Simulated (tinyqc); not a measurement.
Power transistor in saturation, electro-thermal loop: one step of the calculation.

One temperature T for the device, T = T0 + Rth P(T), with P(T) = V I0 (T/300 K)^(-al) [1 + kv (T - 300 K)/Vov]^2. The loop gain is Rth dP/dT; a solution is thermally stable when it is below one.

Problem. Loop gain and effective thermal resistance. P(T) = V I0 (T/300 K)^(-al) [1 + kv (T - 300 K)/Vov]^2; P'(T) = P [-al/T + 2 kv/(Vov + kv (T - 300 K))]; G = Rth P'. A small change of T0 changes T by 1/(1 - G) times as much.

Inputs (values chosen for the exercise): drain voltage V = 12 V; saturation current at 300 K I0 = 0.29 A; exponent of the mobility al = 1.5; overdrive at 300 K Vov = 2.1 V; fall of the threshold with temperature kv = 1.4 mV/K; thermal resistance Rth = 52 K/W.

converged T = 473.57637 K

Give: P; G; dT/dT0.

Solution.

P = 2.1842 W
G = -0.22401
dT/dT0 = 0.81699

The feedback is negative: heating lowers the power, and the device steadies itself.

Program tinyqc, `OMP_NUM_THREADS=1 python tinyqc.py 2520125 2520126 out.jsonl`; Intel Xeon 2.30GHz, shared host, one thread, about 0.01 s.
